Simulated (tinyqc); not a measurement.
# Fully depleted semiconductor-on-insulator film with two gates, non-linear Poisson equation by Newton steps: threshold and coupling against the buried-oxide thickness

One dimension across the film, front interface at x = 0, back interface at x = ts. psi is counted from the intrinsic level, n = ni exp(psi/Vt) (source grounded), holes neglected, acceptors ionised. Gates act through Cox = eps0 eox/tox and Cbox = 3.9 eps0/tb with potentials G1 = Vg - (phiM - chi - Vt ln(Nc/ni)) and G2 = Vb - (phiB - chi - Vt ln(Nc/ni)). Classical Boltzmann densities, no interface charge, no depletion in the back plane.

ni = sqrt(Nc Nv) exp(-Eg/(2 Vt)), Eg in volts. The Poisson equation eps0 eps_r d2psi/dx2 = q (n + Na), with -eps0 eps_r dpsi/dx = Cox (G1 - psi) at x = 0 and eps0 eps_r dpsi/dx = Cbox (G2 - psi) at x = ts, is solved on 300 equal intervals with half boxes at both ends; N_inv is the trapezoid sum of n. VT is the Vg for N_inv = 1e11 cm^-2; -dVT/dVb from the linearised equation. Limits with Cs = eps0 eps_r/ts: front channel Cs Cbox/(Cox (Cs + Cbox)), back channel Cbox (Cox + Cs)/(Cox Cs). Swing at N_inv = 1e8 cm^-2.

Values chosen for this exercise; band and dielectric values close to those of In0.53Ga0.47As:
- T = 400 K (temperature)
- Eg = 0.749 eV (band gap)
- eps_r = 14.1 (relative permittivity)
- Nc = 3.29e17 cm^-3 (conduction-band density of states at T)
- Nv = 1.21e19 cm^-3 (valence-band density of states at T)
- chi = 4.53 eV (electron affinity)
- eox = 3.9 (relative permittivity of the gate insulator (close to silicon dioxide))
- tox = 1.5 nm (insulator thickness)
- ts = 6.6 nm (film thickness)
- Na = 1e15 cm^-3 (acceptor density of the film)
- phiM = 5.19 eV (work function of the front gate)
- phiB = 5.23 eV (work function of the back plane)
- Vb = 1.1 V (back-gate voltage)

Constants: q = 1.602176634e-19 C, kB = 1.380649e-23 J/K, Vt = kB T/q, eps0 = 8.8541878128e-14 F/cm where lengths are in cm. Results are converted to the units shown.

Result of one run:
```
tb (nm)  VT (V)  centroid/ts at VT  -dVT/dVb  front-channel limit  back-channel limit  swing (mV/decade)
27        0.606              0.556    0.0898               0.0520               0.123               86.8
```

What becomes of these results when the buried-oxide thickness (eps_r 3.9) tb is changed from 27 to 6 nm, all else the same?

Result of the changed run:
```
tb (nm)  VT (V)  centroid/ts at VT  -dVT/dVb  front-channel limit  back-channel limit  swing (mV/decade)
6         0.476              0.731     0.435                0.192               0.554                117
```

The whole series:
```
tb (nm)  VT (V)  centroid/ts at VT  -dVT/dVb  front-channel limit  back-channel limit  swing (mV/decade)
6         0.476              0.731     0.435                0.192               0.554                117
9.9       0.541              0.655     0.254                0.128               0.336                101
16        0.580              0.598     0.154               0.0841               0.208               92.3
27        0.606              0.556    0.0898               0.0520               0.123               86.8
45        0.621              0.530    0.0534               0.0320              0.0739               83.8
73        0.629              0.515    0.0328               0.0200              0.0456               82.1
120       0.635              0.505    0.0199               0.0123              0.0277               81.0
200       0.638              0.499    0.0119              0.00743              0.0166               80.4
```

As tb goes from 6 to 200, VT rises from 0.476 to 0.638 V, the centroid falls from 0.731 to 0.499 of ts and -dVT/dVb falls from 0.435 to 0.0119. The coupling covers 67.1 % of the way from the front-channel to the back-channel limit in the first row and 48.7 % in the last.

Range of the model: In so thin a film or at such density quantum confinement moves the charge away from the interfaces and raises the threshold.

tinyqc, about 0.3 s, one thread, Intel Xeon 2.30GHz (shared host): `OMP_NUM_THREADS=1 python tinyqc.py 2190001 2190002 out.jsonl`
